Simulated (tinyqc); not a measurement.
A square-lattice strip 2 sites wide, recursive Green functions: two steps of the calculation.

The device has N = 3 slices of 2 site(s), nearest-neighbour hopping -t, and site energies U; the leads are semi-infinite continuations with site energy 0. V = <i+1|H|i> = -t 1.

Values chosen for this exercise:
```
symbol                                     value  unit                                    meaning
t                                            0.8    eV                hopping (matrix element -t)
U       [0.55, -0.19, -0.24, -0.08, -0.55, 0.19]    eV  site energies, slice by slice (2 a slice)
E                                          -0.02    eV                                     energy
```

Task 1. Slice 3. Forward pass: g_1 = (E - H_1 - Sigma)^(-1), g_i = (E - H_i - V g_(i-1) V^dagger)^(-1), with Sigma also subtracted on the last slice; G_(i,1) = g_i V G_(i-1,1), starting from g_1. H_i is the block of slice i: its site energies on the diagonal and -t between neighbouring rows.

g_2 (1/eV):
```
,1,2
1,0.52249081-0.89373035i,0.65209070+0.34674322i
2,0.65209070+0.34674322i,-0.58197569-0.89570973i
```

G_(2,1) (1/eV):
```
,1,2
1,0.45422433-0.10096737i,-0.57139761+0.86772461i
2,0.40265074+0.80035535i,0.64155748-0.27956499i
```

Sigma (eV):
```
,1,2
1,-0.01000000-0.69272408i,0.40000000-0.00577430i
2,0.40000000-0.00577430i,-0.01000000-0.69272408i
```

Give: g_3; G_(3,1).

Result 1.

g_3 (1/eV):
```
,1,2
1,0.1321-0.7924i,0.0298-0.1330i
2,0.0298-0.1330i,0.1120-0.7978i
```

G_(3,1) (1/eV):
```
,1,2
1,-0.0788+0.3224i,-0.4752-0.3790i
2,-0.5470+0.2360i,0.0423+0.3530i
```

Task 2. Transmission and its channels. T(E) = Tr[Gamma G_(N,1) Gamma G_(N,1)^dagger]. The non-zero eigenvalues T_n of the matrix under the trace are the channel transmissions; Fano factor sum T_n (1 - T_n)/sum T_n.

G_(3,1) (1/eV):
```
,1,2
1,-0.07877751+0.32235413i,-0.47521703-0.37895161i
2,-0.54695414+0.23604698i,0.04225279+0.35298022i
```

Gamma (eV):
```
,1,2
1,1.3854482,0.0115486
2,0.0115486,1.3854482
```

Wanted: T(E); T_n; Fano factor.

Result 2.

T(E) = 1.8424
T_n: [0.97601, 0.86641]
Fano factor = 0.075527

With 2 open mode(s) in the leads T(E) cannot exceed 2. Inverting the whole matrix gives the same value.

Computed by the program tinyqc: `OMP_NUM_THREADS=1 python tinyqc.py 2660015 2660016 out.jsonl`, one thread of a shared Intel Xeon 2.30GHz, about 0.01 s for the whole run.
